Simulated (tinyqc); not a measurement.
Mobility and threshold from two currents.

Inverse problem. In the linear region I = mu Cox (W/L) [(Vgs - VT) Vds - m Vds^2/2], Cox = eps0 eox/tox. Find mu and VT.

Inputs (values chosen for the exercise):

| symbol | value | unit | meaning |
|---|---|---|---|
| eox | 8.8 |  | relative permittivity of the gate insulator |
| tox | 20 | nm | insulator thickness |
| W | 20 | um | gate width |
| L | 0.5 | um | gate length |

Constants: eps0 = 8.8541878128e-14 F/cm where lengths are in cm. Results are converted to the units shown.

I at Vgs = 1.61 and 2.11 V, Vds = 0.05 V (uA): [106.64350, 254.68552]
m = 1.5956588

Answer. The slope dI/dVgs is mu Cox (W/L) Vds; the line meets zero current at VT + m Vds/2.

mu = 380 cm^2/(V s)
VT = 1.21 V

tinyqc, about 0.04 s, one thread, Intel Xeon 2.30GHz (shared host): `OMP_NUM_THREADS=1 python tinyqc.py 2360039 2360040 out.jsonl`
